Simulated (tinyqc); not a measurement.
From results back to parameters: Gamma, L and X subbands of a thin body with non-parabolic valleys. Four cases, with inputs chosen for the exercise.

Problem. Hard walls; each subband edge rises by e with e (1 + a e) = c (pi/t)^2/m_z, c = hbar^2/2m0. The thickness at which the Gamma and L edges cross was computed from a hidden bulk separation EL.

Constants: hbar^2/2m0 = 3.80998211 eV angstrom^2.

Case 1.

Values chosen (near those of a thin GaSb channel; the results hold for these values, not for the real material): mG = 0.0394 m0 (Gamma mass); aG = 1.15 1/eV (Gamma non-parabolicity); mzL = 0.1431 m0 (confinement mass of the lowest L group); aS = 0.42 1/eV (non-parabolicity of L and X).

crossing thickness = 86.681 angstrom

Case 2.

Values chosen (near those of a thin GaSb channel; the results hold for these values, not for the real material): mG = 0.0386 m0 (Gamma mass); aG = 1.12 1/eV (Gamma non-parabolicity); mzL = 0.1472 m0 (confinement mass of the lowest L group); aS = 0.46 1/eV (non-parabolicity of L and X).

crossing thickness = 104.085 angstrom

Case 3.

Values chosen (near those of a thin GaAs channel; the results hold for these values, not for the real material): mG = 0.0672 m0 (Gamma mass); aG = 0.56 1/eV (Gamma non-parabolicity); mzL = 0.1074 m0 (confinement mass of the lowest L group); aS = 0.4 1/eV (non-parabolicity of L and X).

crossing thickness = 19.818 angstrom

Case 4.

Values chosen (near those of a thin GaSb channel; the results hold for these values, not for the real material): mG = 0.0384 m0 (Gamma mass); aG = 1.12 1/eV (Gamma non-parabolicity); mzL = 0.1472 m0 (confinement mass of the lowest L group); aS = 0.58 1/eV (non-parabolicity of L and X).

crossing thickness = 107.612 angstrom

Find: rise of Gamma; rise of L; EL.

Solution. At the crossing the rise of Gamma equals EL plus the rise of L.

Case 1.

rise of Gamma = 0.112 eV
rise of L = 0.034 eV
EL = 0.078 eV

Case 2.

rise of Gamma = 0.082 eV
rise of L = 0.023 eV
EL = 0.059 eV

Case 3.

rise of Gamma = 0.935 eV
rise of L = 0.697 eV
EL = 0.238 eV

Case 4.

rise of Gamma = 0.078 eV
rise of L = 0.022 eV
EL = 0.056 eV

Computed by tinyqc, one run a case: `OMP_NUM_THREADS=1 python tinyqc.py N N+1 out.jsonl` with N = 1252383, 1252455, 1252529, 1252578; one thread of a shared Intel(R) Xeon(R) Processor @ 2.30GHz, about 0.05 s a run at most.
